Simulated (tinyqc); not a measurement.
Potential step from the flux.

Question. On one interval J = (q mu Vt/hx) [nb B(d) - na B(-d)], B(d) = d/(exp(d) - 1), d = (psi_b - psi_a)/Vt. Find psi_b - psi_a, and the step at which J would vanish.

Inputs (values chosen for the exercise): temperature T = 300 K; electron mobility mu = 1010 cm^2/(V s); density at the left node na = 1.3e14 cm^-3; density at the right node nb = 1.6e14 cm^-3; node spacing hx = 71 nm.

Constants: q = 1.602176634e-19 C, kB = 1.380649e-23 J/K, Vt = kB T/q. Results are converted to the units shown.

J = -104.83150 A/cm^2

Answer. B(d) falls and B(-d) rises with d, so J falls steadily with the step and one value matches. J = 0 needs nb/na = exp(d), the Boltzmann ratio.

psi_b - psi_a = 0.03800 V
step for J = 0 = 5.368e-3 V

Computed by the program tinyqc: `OMP_NUM_THREADS=1 python tinyqc.py 2220151 2220152 out.jsonl`, one thread of a shared Intel Xeon 2.30GHz, about 0.01 s for the whole run.
